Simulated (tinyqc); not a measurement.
# Schottky barrier on an n-type semiconductor, non-linear Poisson equation by Newton steps: two studies

One dimension, metal at x = 0, donor density C(x) = Nd, uniform. Energies are counted from the electron Fermi level of the semiconductor and the conduction-band edge is Ec = -psi, so n = Nc exp(psi/Vt); holes follow the Fermi level of the metal, at -V, so p = Nv exp((V - psi - Eg)/Vt). Ends: psi(0) = V - phiB and psi = Vt ln(Nd/Nc) deep inside. Boltzmann statistics, full ionisation, no current, no image force in the Poisson equation.

Values chosen for this exercise; band and dielectric values close to those of cadmium telluride: temperature T = 300 K; band gap Eg = 1.5 eV; relative permittivity eps_r = 10.1; conduction-band density of states at T Nc = 8.07e17 cm^-3; valence-band density of states at T Nv = 1.8e19 cm^-3; donor density deep in the semiconductor Nd = 3.3e16 cm^-3; barrier height phiB = 0.62 eV; bias of the metal against the semiconductor V = 0 V.

Constants: q = 1.602176634e-19 C, kB = 1.380649e-23 J/K, Vt = kB T/q, eps0 = 8.8541878128e-14 F/cm where lengths are in cm. Results are converted to the units shown.

Each table varies one quantity; the others keep the values above.

## Capacitance-voltage profiling

The Poisson equation d/dx(eps0 eps_r dpsi/dx) = -q (p - n + C) is solved on a mesh of about 1000 nodes or more that ends in neutral material. C_s = q d/dV of the integral of n over x, from the linearised equation. Probed depth w = eps0 eps_r/C_s; apparent doping N_app = C_s^3/(q eps0 eps_r dC_s/dV), the derivative by central differences over +/- 0.02 V.

The same in every row: true C(w) (cm^-3) = 3.300e16.

Capacitance-voltage profiling:

| V (V) | C_s (nF/cm^2) | w (nm) | N_app (cm^-3) | \|E_0\| (kV/cm) |
|---|---|---|---|---|
| 0 | 67.98 | 131.5 | 3.297e16 | 77.77 |
| -0.22 | 56.85 | 157.3 | 3.298e16 | 93.00 |
| -0.44 | 49.85 | 179.4 | 3.299e16 | 106.1 |
| -0.67 | 44.73 | 199.9 | 3.299e16 | 118.2 |
| -0.89 | 41.07 | 217.7 | 3.300e16 | 128.7 |
| -1.11 | 38.18 | 234.2 | 3.300e16 | 138.5 |
| -1.33 | 35.83 | 249.6 | 3.300e16 | 147.6 |
| -1.56 | 33.78 | 264.7 | 3.300e16 | 156.5 |
| -1.78 | 32.12 | 278.4 | 3.300e16 | 164.6 |
| -2 | 30.68 | 291.5 | 3.300e16 | 172.3 |

Read the table: what changes, and by how much?

C_s falls from 68.0 to 30.7 nF/cm^2 while the probed depth goes from 132 to 291 nm. The apparent doping stays near 3.30e16 cm^-3. It departs most from the true doping at that depth for V = 0 V, where it is 0.096 % below it; so the doping is read well over the depths probed, the small gap being the error of the finite difference in V.

## Effect of the relative permittivity

First integral for uniform doping: E_0^2 = (2 q/(eps0 eps_r)) [Nd (U - Vt + Vt exp(-U/Vt)) + Vt p_0], U = Vbi - V, Vbi = phiB - Vt ln(Nc/Nd), p_0 = Nv exp((phiB - Eg)/Vt) (deep holes neglected). Image-force lowering dphi = sqrt(q E_0/(4 pi eps0 eps_r)), at x_m = sqrt(q/(16 pi eps0 eps_r E_0)). W = sqrt(2 eps0 eps_r U/(q Nd)).

The same in every row: Vbi (V) = 0.5374; p_0/Nd = 8.983e-13.

Result of one run:

| eps_r | W (nm) | E_0 (kV/cm) | dphi (mV) | exp(dphi/Vt) |
|---|---|---|---|---|
| 20 | 189.7 | 55.27 | 19.95 | 2.163 |

What becomes of these results when the relative permittivity eps_r is changed from 20 to 8, all else the same?

Result of the changed run:

| eps_r | W (nm) | E_0 (kV/cm) | dphi (mV) | exp(dphi/Vt) |
|---|---|---|---|---|
| 8 | 120.0 | 87.38 | 39.66 | 4.637 |

The whole series:

| eps_r | W (nm) | E_0 (kV/cm) | dphi (mV) | exp(dphi/Vt) |
|---|---|---|---|---|
| 6 | 103.9 | 100.9 | 49.21 | 6.709 |
| 8 | 120.0 | 87.38 | 39.66 | 4.637 |
| 10 | 134.2 | 78.16 | 33.55 | 3.661 |
| 12 | 147.0 | 71.35 | 29.26 | 3.101 |
| 14 | 158.7 | 66.06 | 26.07 | 2.741 |
| 16 | 169.7 | 61.79 | 23.58 | 2.490 |
| 18 | 180.0 | 58.26 | 21.59 | 2.305 |
| 20 | 189.7 | 55.27 | 19.95 | 2.163 |

As eps_r goes from 6 to 20, the surface field falls from 101 to 55.3 kV/cm, the lowering falls from 49.2 to 19.9 mV and W rises from 104 to 190 nm. Over the table the lowering goes as eps_r^(-0.75); the depletion formulas give -3/4.

Program tinyqc, `OMP_NUM_THREADS=1 python tinyqc.py 2020162 2020163 out.jsonl`; Intel Xeon 2.30GHz, shared host, one thread, about 0.05 s.
